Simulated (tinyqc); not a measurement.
What moves the results: density of states of one tight-binding band on the square lattice. A value that a table varies takes the place of the one given here.

E(k) = -2 t (c1 + c2) - 4 t2 c1 c2 with ci = cos(2 pi ki); k in fractions of the reciprocal vectors, mesh k_i = j/N with j = 0 .. N-1. Densities are per cell and per spin, so the band holds one state.

Each square of the mesh is cut along (i, j)-(i+1, j+1) into two triangles. For corner energies e1 <= e2 <= e3 and eij = ei - ej, the share of the triangle below E is n = (E - e1)^2/(e21 e31) for e1 < E < e2 and n = 1 - (e3 - E)^2/(e31 e32) for e2 < E < e3; its density of states is g = dn/dE.

Gaussian broadening: g(E) = mean over the mesh of exp(-(E - E_k)^2/(2 sigma^2))/(sigma sqrt(2 pi)), n(E) = mean of erfc((E_k - E)/(sigma sqrt 2))/2.

Values chosen for the exercise:
- t = 1.22 eV (nearest hopping)
- t2 = 0.22 eV (second hopping)
- N2 = 12 (mesh points along each axis in this comparison)
- sigma = 0.122 eV (Gaussian width)
- E = -1.02 eV (energy at which the density is wanted)

## Three ways to the same curve

N = N2 here; the reference is the linear method with N = 240.

g(E) (1/eV):
```
E (eV)  reference  linear triangles  Gaussian, sigma  Gaussian, sigma/4  reference n(E)
-4.872      0.052             0.047            0.090              0.326           0.044
-3.985      0.058             0.062            0.074              0.000           0.093
-3.097      0.065             0.066            0.000              0.000           0.148
-2.210      0.075             0.077            0.148              0.005           0.210
-1.323      0.088             0.089            0.127              0.002           0.282
-0.436      0.111             0.119            0.151              0.032           0.369
0.452       0.163             0.158            0.162              0.312           0.486
1.339       0.169             0.177            0.285              0.076           0.673
2.226       0.128             0.132            0.229              0.357           0.801
3.113       0.111             0.115            0.138              0.001           0.906
```

What can be read from the table?

Root-mean-square errors against the reference: 0.0048 for linear triangles, 0.0622 for sigma and 0.1402 for sigma/4. The narrow Gaussian is worse than the wide one, because it resolves the separate mesh levels. The reference is highest at 1.339 eV of the energies listed, and half filling lies between 0.452 and 1.339 eV.

## Convergence with the mesh

At the energy E; the plain count is the share of mesh points below E; the reference is the linear method with N = 240.

Results:
```
N   points  g linear  n linear  g Gaussian  n Gaussian  n plain count
4       16    0.1351    0.2977      0.0000      0.3125         0.3125
6       36    0.0968    0.2988      0.0525      0.2527         0.2500
8       64    0.1007    0.3071      0.0000      0.3281         0.3281
12     144    0.0953    0.3074      0.0605      0.3104         0.3125
16     256    0.0966    0.3080      0.2056      0.3055         0.2852
24     576    0.0953    0.3090      0.0579      0.3099         0.3073
48    2304    0.0951    0.3093      0.0953      0.3097         0.3077
```

reference n and g: 0.3094  0.0948

What does this show?

The linear n(E) stays within 0.002 of the reference from N = 12 on. The Gaussian g still moves by more than 1 % between the last two meshes. At the last mesh it lies 0.000 1/eV from the reference g and the linear g 0.000. The plain count errs by -0.0016 at the last mesh.

## Critical points

The gradient vanishes at these points by symmetry; the signs of the eigenvalues of the second-derivative matrix give the type.

Critical points:
```
point           k   E (eV)  positive  negative     type
Gamma      (0, 0)  -5.7600         2         0  minimum
X        (0.5, 0)   0.8800         1         1   saddle
M      (0.5, 0.5)   4.0000         0         2  maximum
```

How do the results move?

Gamma is a minimum at -5.760 eV: g has a step there. X is a saddle at 0.880 eV: g diverges logarithmically there. M is a maximum at 4.000 eV: g has a step there.

## What moves the count of states

Linear method and Gaussian sum with N = 48. Each row changes one parameter from the base and keeps the others.

Results:
```
case              n linear  g linear (1/eV)  n Gaussian  g Gaussian (1/eV)
base                0.3093           0.0951      0.3097             0.0953
t = 1.342 eV        0.3199           0.0901      0.3201             0.0887
E = -0.898 eV       0.3210           0.0978      0.3213             0.0953
sigma = 0.244 eV    0.3093           0.0951      0.3101             0.0952
t2 = 0.281 eV       0.3049           0.0896      0.3051             0.0961
```

How do the results move?

The largest shifts from the base row, up to three for each result and ties (the steps differ in size, so this ranks the rows, not the parameters). n linear: E +0.0118, t +0.0106, t2 -0.0043; unchanged at the printed digits by sigma. g linear (1/eV): t2 -0.0054, t -0.0050, E +0.0028; unchanged at the printed digits by sigma. n Gaussian: E +0.0116, t +0.0103, t2 -0.0046. g Gaussian (1/eV): t -0.0066, t2 +0.0008, sigma -0.0000; unchanged at the printed digits by E.

(tinyqc, `OMP_NUM_THREADS=1 python tinyqc.py 1681755 1681756 out.jsonl`, Intel(R) Xeon(R) Processor @ 2.30GHz, 1 thread, shared host, about 0.09 s.)
